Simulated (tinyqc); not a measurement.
Comparisons within one model: standing waves and exposure in a photoresist film. A value that a table varies takes the place of the one given here.

Normal incidence from air. Unexposed resist: N1 = n1 + i k1 with k1 = (A + B) lam/(4 pi), lam in micrometres. r01 = (1 - N1)/(1 + N1), t01 = 2/(1 + N1). Below the resist lie the layer Na = na + i ka and the substrate Ns = ns + i ks: r12 = (r1a + ras x)/(1 + r1a ras x), x = exp(4 pi i Na da/lam), r1a = (N1 - Na)/(N1 + Na), ras = (Na - Ns)/(Na + Ns). With p = exp(2 pi i N1 d/lam), the field at depth z is E(z) = t01 [exp(2 pi i N1 z/lam) + r12 p^2 exp(-2 pi i N1 z/lam)]/(1 + r01 r12 p^2), the relative intensity I(z) = n1 |E(z)|^2 and the reflectance R = |(r01 + r12 p^2)/(1 + r01 r12 p^2)|^2.

Parameters, chosen for this exercise (a resist on Si, indices near tabulated ones; shifted at random, so the results belong to these values and not to a real crystal):

| symbol | value | unit | meaning |
|---|---|---|---|
| lam | 365 | nm | vacuum wavelength |
| n1 | 1.732 |  | resist index |
| A | 0.73 | 1/micrometre | bleachable absorption (Dill A) |
| B | 0.1 | 1/micrometre | fixed absorption (Dill B) |
| d | 1093 | nm | resist thickness |
| ns | 6.581 |  | substrate n |
| ks | 2.64 |  | substrate k |
| na | 1.747 |  | n of the bottom antireflection layer |
| ka | 0.308 |  | its k |
| da | 90 | nm | its thickness |

## Swing of the coupled dose with resist thickness

The mean of I is taken over 800 depths; the relative dose to clear is taken as 1/(mean of I over the lowest period, 60 depths), scaled to 1 in the first row.

Swing:

| d (nm) | R | mean I | relative dose |
|---|---|---|---|
| 1093.0 | 0.0658 | 0.6257 | 1.000 |
| 1110.6 | 0.0386 | 0.6404 | 0.988 |
| 1128.1 | 0.0516 | 0.6284 | 1.018 |
| 1145.7 | 0.0890 | 0.5999 | 1.076 |
| 1163.2 | 0.1120 | 0.5803 | 1.119 |
| 1180.8 | 0.1010 | 0.5831 | 1.119 |
| 1198.4 | 0.0658 | 0.6020 | 1.093 |
| 1215.9 | 0.0411 | 0.6145 | 1.082 |
| 1233.5 | 0.0529 | 0.6036 | 1.114 |
| 1251.1 | 0.0872 | 0.5782 | 1.173 |
| 1268.6 | 0.1084 | 0.5607 | 1.217 |
| 1286.2 | 0.0981 | 0.5631 | 1.219 |
| 1303.7 | 0.0660 | 0.5794 | 1.194 |

The period is 105.4 nm, six rows. The relative dose swings between 0.988 and 1.219, a ratio (max - min)/mean of 0.208, against the estimate 4 sqrt(|r01|^2 |r12|^2) exp(-(A + B) d) = 0.085 for the oscillating part alone; the ratio from the table also holds the slow rise from absorption, 19.4 % over two periods, so the two are not strictly comparable. The dose is least sensitive to thickness at an extremum; the lowest dose listed is at 1110.6 nm.

## Tuning the antireflection layer

da takes the values listed; the contrast is (Imax - Imin)/(Imax + Imin) over the lowest period of the resist (60 depths).

Results:

| da (nm) | \|r12\|^2 | contrast |
|---|---|---|
| 0 | 0.3984 | 0.889 |
| 10 | 0.3902 | 0.865 |
| 20 | 0.3529 | 0.846 |
| 30 | 0.2851 | 0.799 |
| 40 | 0.2034 | 0.718 |
| 50 | 0.1285 | 0.615 |
| 60 | 0.0737 | 0.499 |
| 75 | 0.0357 | 0.371 |
| 90 | 0.0383 | 0.388 |
| 110 | 0.0601 | 0.420 |
| 140 | 0.0416 | 0.357 |

|r12|^2 starts at 0.3984 and is lowest, 0.0357, at 75 nm of those listed, where the contrast is 0.371 against 0.889. The contrast follows 2|r|/(1 + |r|^2), so even |r12|^2 = 0.01 leaves about 0.2. No listed thickness brings |r12|^2 below 0.01.

## What moves the exposure

The mean of I is over 800 depths. Each row changes one parameter from the base and keeps the others.

Results:

| case | \|r12\|^2 | R | mean I | I at the bottom |
|---|---|---|---|---|
| base | 0.0383 | 0.0658 | 0.6257 | 0.2596 |
| d = 1103 nm | 0.0383 | 0.0463 | 0.6367 | 0.2626 |
| n1 = 1.749 | 0.0366 | 0.0477 | 0.6376 | 0.2674 |
| B = 0.3 1/micrometre | 0.0386 | 0.0665 | 0.5682 | 0.2081 |
| ks = 2.376 | 0.0369 | 0.0663 | 0.6248 | 0.2622 |
| da = 100 nm | 0.0500 | 0.0425 | 0.6473 | 0.2386 |
| ka = 0.4 | 0.0194 | 0.0587 | 0.6248 | 0.2838 |

The largest shifts from the base row, up to three for each result and ties (the steps differ in size, so this ranks the rows, not the parameters). |r12|^2: ka -0.0189, da +0.0117, n1 -0.0017; unchanged at the printed digits by d. R: da -0.0233, d -0.0195, n1 -0.0181. mean I: B -0.0575, da +0.0216, n1 +0.0119. I at the bottom: B -0.0515, ka +0.0242, da -0.0210.

(tinyqc, `OMP_NUM_THREADS=1 python tinyqc.py 1650939 1650940 out.jsonl`, Intel(R) Xeon(R) Processor @ 2.30GHz, 1 thread, shared host, about 0.01 s.)
